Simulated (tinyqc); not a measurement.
Arrhenius plot: admittance spectroscopy and thermally stimulated current of one trap level in a depletion layer. Computed by tinyqc, a small Python program. Command: `OMP_NUM_THREADS=1 python tinyqc.py 3112705 3112706 out.jsonl admit walk`. One thread of a shared host (Intel(R) Xeon(R) Processor @ 2.30GHz), about 0.01 s of CPU time with the checks.

A Schottky junction on n-type material holds one donor-like electron trap; shallow donors are fully ionised and abrupt depletion edges are assumed.

Inputs (values chosen for the exercise, modelled on n-type 4H-SiC):
```
quantity,value,unit
density-of-states mass m,0.783,m_0
shallow doping N,1.9e+15,1/cm^3
trap depth E_t below the band,0.58,eV
capture cross section sigma,6.2e-16,cm^2
test frequency f,700000,Hz
```

Constants: k_B = 1.380649e-23 J/K; m_0 = 9.1093837015e-31 kg; h = 6.62607015e-34 J s; k_B = 8.617333262e-05 eV/K.

Method:
- N_c = 2 (2 pi m k_B T/h^2)^(3/2), v_th = sqrt(3 k_B T/m), emission rate e_n = sigma v_th N_c exp(-E_t/(k_B T)).
- Where the level crosses the Fermi level capture equals emission, so the trap follows the signal with the rate 2 e_n; G/omega peaks at omega = 2 e_n (the correction for large N_t/N is left out).
- Solve 2 e_n(T_p) = 2 pi f.
- T_p for 0.1, 0.3, 1, 3 and 10 f; least-squares lines of ln(e_n/T^2) and of ln(e_n) against 1/(k_B T), e_n = pi f; sigma = exp(intercept)/(v_th N_c/T^2).

peak temperature T_p = 547.987 K

Peaks:
```
f (Hz),T_p (K),1/(k_B T) (1/eV),ln(e_n/T^2),ln(e_n)
7.00e+04,471.23,24.626,-9.6974e-03,12.301
2.10e+05,505.16,22.972,9.4983e-01,13.400
7.00e+05,547.99,21.177,1.9911e+00,14.604
2.10e+06,593.37,19.557,2.9305e+00,15.702
7.00e+06,651.77,17.805,3.9468e+00,16.906
```

depth from e_n/T^2 = 0.58 eV

cross section from the intercept = 6.20e-16 cm^2

depth without the T^2 = 0.67493 eV

What does the comparison show, and why?

Leaving out T^2 adds 95 meV, near 2 k_B T_p = 94 meV.

Extremes, crossings and ranges named in words are read from the listed rows.
